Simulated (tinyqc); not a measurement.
# Changing the critical dose Q_c

Model: permeation of metal atoms or ions through a thin barrier or dielectric: time lag, field-aided drift and lifetime. Computed by tinyqc, a small Python program. Command: `OMP_NUM_THREADS=1 python tinyqc.py 3027152 3027153 out.jsonl barrier sweep`. One thread of a shared host (Intel(R) Xeon(R) Processor @ 2.30GHz), about 0.02 s of CPU time with the checks.

The film 0 < x < d is empty at first; C = C0 at x = 0 and C = 0 at x = d. dC/dt = D d2C/dx2 - v dC/dx with drift v = D z e V/(k_B T d) (uniform field, no space charge).

Inputs (values chosen for the exercise, for a model case: doubly charged vacancies through an oxide):
```
quantity,value,unit
thickness d,70,nm
prefactor D0,410000,cm^2/s
activation energy E,1.39,eV
concentration at the source side C0,2.5e+13,1/cm^3
charge number z,2,-
voltage V (positive drives ions across),0.037,V
test temperature T,100,C
use temperature T_u,70,C
```

Constants: k_B = 8.617333262e-05 eV/K.

Method:
- D = D0 exp(-E/(k_B T)); time scale d^2/D; Peclet number P = z V/(k_B T), k_B T in eV; 1 nm = 1e-7 cm.
- Temperatures in kelvin are T(C) + 273.15.
- Steady flux J = (D C0/d) P/(1 - exp(-P)); time lag in units of d^2/D: s_L = [P (1 + exp(-P))/(1 - exp(-P)) - 2]/P^2 (P = 0: J = D C0/d, s_L = 1/6).
- Dose through the film Q(s) = C0 d {f (s - s_L) - 2 exp(P/2) sum_(n=1..200) (-1)^n n^2 pi^2 exp(-l_n s)/l_n^2}, l_n = n^2 pi^2 + P^2/4, f = P/(1 - exp(-P)) the relative flux.
- Solve Q = Q_c for s. At the use temperature D and P take T_u, with the same C0 and V; 1 year = 3.15576e7 s.

One run for each value:
```
critical dose Q_c (1/cm^2),failure time at T (s),s at the critical dose,failure time at T_u (years)
3.00e+04,2.8314e+01,3.9920e-02,3.8801e-05
3.00e+05,4.0214e+01,5.6699e-02,5.4907e-05
3.00e+06,6.5630e+01,9.2533e-02,8.9050e-05
3.00e+07,1.4175e+02,1.9986e-01,1.9008e-04
3.00e+09,4.8633e+03,6.8569e+00,6.3375e-03
3.00e+10,4.7653e+04,6.7187e+01,6.2033e-02
```

Give the missing row, critical dose Q_c (1/cm^2) = 3.00e+08.

Computed row:
```
critical dose Q_c (1/cm^2)  failure time at T (s)  s at the critical dose  failure time at T_u (years)
3.00e+08                               5.8436e+02              8.2390e-01                   7.6790e-04
```

Interpolating between the two neighbouring rows (the first column on a logarithmic scale, the others too where they are positive) misses most in failure time at T_u (years), by 43 %. Over the rows, failure time at T (s) rises from 28.3 to 47700 (exponent d ln y / d ln x 0.15 between the first rows and 0.99 between the last); s at the critical dose rises from 0.0399 to 67.2 (exponent d ln y / d ln x 0.15 between the first rows and 0.99 between the last); failure time at T_u (years) rises from 3.88e-5 to 0.0620 (exponent d ln y / d ln x 0.15 between the first rows and 0.99 between the last). At the high end the exponent of failure time at T is 0.99, close to 1: steady flow.

Caution (all rows): a prefactor D0 above about 10 cm^2/s is far larger than atomic jumps allow; it only sets the time scale of the exercise. Caution (all rows): grain boundaries, pinholes, trapping and space charge are left out; thin real barriers usually fail at defects.
